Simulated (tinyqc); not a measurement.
Spherical quantum dot, step by step. Values are carried at full precision from step to step, so a last printed digit may differ when a step is redone from the rounded ones.

With hard walls E = c (x/R)^2/mw, x a zero of j_l: 1s 3.141593; 2s 6.283185; 1p 4.493409; 2p 7.725252; 1d 5.763459; 2d 9.095011; 1f 6.987932; 2f 10.417119.

Constants: hbar^2/2m0 = 3.80998211 eV angstrom^2; e^2/(4 pi eps0) = 14.39964547 eV angstrom; Ry = 13.60569312 eV; a0 (Bohr radius) = 0.5291772105 angstrom; hc = 1239.841984 eV nm.

Values chosen for the exercise (near those of a non-polar GaN dot in AlN; shifted at random, so the results belong to these values and not to a real crystal):

| symbol | value | unit | meaning |
|---|---|---|---|
| R | 22 | angstrom | radius |
| mw | 0.2 | m0 | mass inside |
| V0 | 1.859 | eV | barrier height |
| mb | 0.326 | m0 | mass outside |
| E | 0.3209 | eV | trial energy |
| Eg | 3.568 | eV | bulk gap |
| mh | 0.44 | m0 | hole mass |
| eps | 9.8 |  | dielectric constant inside |
| eps_o | 7.2 |  | dielectric constant beyond a thin barrier shell (oxide or ligands) |

## Hard-wall levels

The six lowest of these, with their orbital degeneracy; c = hbar^2/2m0.

Hard walls:

| state | degeneracy | x | E (eV) |
|---|---|---|---|
| 1s | 1 | 3.1416 | 0.3885 |
| 1p | 3 | 4.4934 | 0.7947 |
| 1d | 5 | 5.7635 | 1.3074 |
| 2s | 1 | 6.2832 | 1.5538 |
| 1f | 7 | 6.9879 | 1.9220 |
| 2p | 3 | 7.7253 | 2.3489 |

Shells close, with spin and per valley, at 2, 8, 18, 20 electrons; levels above about 0.3 eV are beyond a parabolic mass, and anisotropic valleys split the shells. The real barrier, V0 = 1.859 eV, lies below 2 values at the end of the list.

## The matching condition at a trial energy

A sphere of radius R, isotropic masses, c = hbar^2/2m0, k = sqrt(mw E/c), kappa = sqrt(mb (V0 - E)/c). State n l is the spherical Bessel function j_l(k r) inside and k_l(kappa r) outside; psi and psi'/m are continuous: (k/mw) j_l'(kR)/j_l(kR) = (kappa/mb) k_l'(kappa R)/k_l(kappa R). For l = 0 this reads kR cot(kR) = 1 - (mw/mb)(1 + kappa R).

Both sides for the lowest state, in the form for l = 0.

k R = 2.8554
kappa R = 7.9811
left side = -9.7018
right side = -4.5099

The left side falls with E and the right side rises; here the left is the smaller, so the level lies below the trial energy.

## Bound levels

All roots below V0 for angular numbers 0 to 3, two each at most; the last column is the ratio to the hard-wall level.

Finite barrier:

| state | degeneracy | E (eV) | k R | E/E(hard) |
|---|---|---|---|---|
| 1s | 1 | 0.2707 | 2.6224 | 0.697 |
| 1p | 3 | 0.5532 | 3.7490 | 0.696 |
| 1d | 5 | 0.9054 | 4.7962 | 0.693 |
| 2s | 1 | 1.0828 | 5.2450 | 0.697 |
| 1f | 7 | 1.3170 | 5.7846 | 0.685 |
| 2p | 3 | 1.6096 | 6.3950 | 0.685 |

6 levels of these are bound; the lowest reaches 70 % of its hard-wall value.

## Lowest optical transition

Brus estimate with the correlation term of Kayanuma, both carriers between hard walls: E = Eg + c (pi/R)^2 (1/mw + 1/mh) - 1.786 q/(eps R) - 0.248 Ry*, with q = e^2/(4 pi eps0), Ry* = Ry mu/eps^2, 1/mu = 1/mw + 1/mh, a* = a0 eps/mu, c = hbar^2/2m0. It assumes R below about a*.

Give the terms and the wavelength hc/E.

mu = 0.1375 m0
a* = 37.7 angstrom

confinement, Coulomb and correlation terms (eV): 0.5650  -0.1193  -0.0048

E = 4.0089 eV
wavelength = 309.3 nm

R/a* = 0.58: strong confinement, as the formula assumes. For the electron, hard walls give 118 meV more than the finite barrier.

## Charging energy

Two electrons in the hard-wall 1s state repel by U = 1.786 q/(eps R) + q (1/eps_o - 1/eps)/R, the second term from the polarisation of the surface; q = e^2/(4 pi eps0). The addition energies are U for the second electron and U + E(1p) - E(1s) for the third, with U taken as constant and hard-wall levels.

direct term = 119.3 meV
polarisation term = 24.1 meV

addition energies (meV): 143.4  549.6

## Checks

- Lowest level by radial finite differences against the matching condition, eV: both 0.2707.

(tinyqc, `OMP_NUM_THREADS=1 python tinyqc.py 1251752 1251753 out.jsonl`, Intel(R) Xeon(R) Processor @ 2.30GHz, 1 thread, shared host, about 0.05 s.)
